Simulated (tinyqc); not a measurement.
Stretching all distances: RHF, UHF, MP2, CISD and CCSD against full CI in the sto-6g basis, for BeH2, spin multiplicity 1. Computed by the program tinyqc with PySCF. All coordinates are multiplied by the scale. c0^2 is the weight of the RHF determinant in the lowest singlet FCI state (UHF is spin-contaminated and may lie near states of higher spin) and n(LUMO) the first natural occupation beyond the occupied space.

Geometry (angstrom):
```
atom,x,y,z
Be,0.0000,0.0000,0.0000
H,0.0000,1.2550,0.0000
H,0.0000,-1.2550,0.0000
```

Full CI energy (hartree) and errors against it (kcal/mol):
```
scale,distance 1-2 (angstrom),E(FCI),RHF,UHF,MP2,CISD,CCSD,<S^2> UHF,c0^2,n(LUMO)
0.920,1.155,-15.73807,18.161,18.161,5.644,0.320,0.182,0.000,0.980,0.019
1.130,1.418,-15.75241,24.741,24.741,8.652,0.605,0.295,0.000,0.967,0.036
1.340,1.682,-15.69656,35.951,35.951,14.157,1.418,0.615,0.000,0.938,0.073
1.540,1.933,-15.62684,52.193,50.269,22.637,3.362,1.402,0.344,0.884,0.146
1.750,2.196,-15.56107,76.921,44.410,36.262,7.892,3.297,1.046,0.778,0.301
1.960,2.460,-15.51792,111.602,32.731,56.184,15.056,5.148,1.269,0.585,0.583
```

What does the comparison show, and why?

UHF parts from RHF first at scale 1.54 of those listed, where <S^2> leaves zero. The weight c0^2 goes from 0.98 to 0.59 and n(LUMO) from 0.02 to 0.58: static correlation grows as the bonds break into open-shell fragments. The spread of the error along the curve, which distorts its shape, is CCSD 5.0, CISD 14.7, UHF 32.1, MP2 50.5, RHF 93.4 kcal/mol. The table stops here: at scale 2.16 and beyond, the reference weight falls under 0.45 or RHF, UHF or CCSD hop between solutions, so those rows were left out and the spreads given cover only the rows shown. As computed, partly on other solutions, the errors there reach in size RHF 221, UHF 31, MP2 85, CISD 21, CCSD 3 kcal/mol.
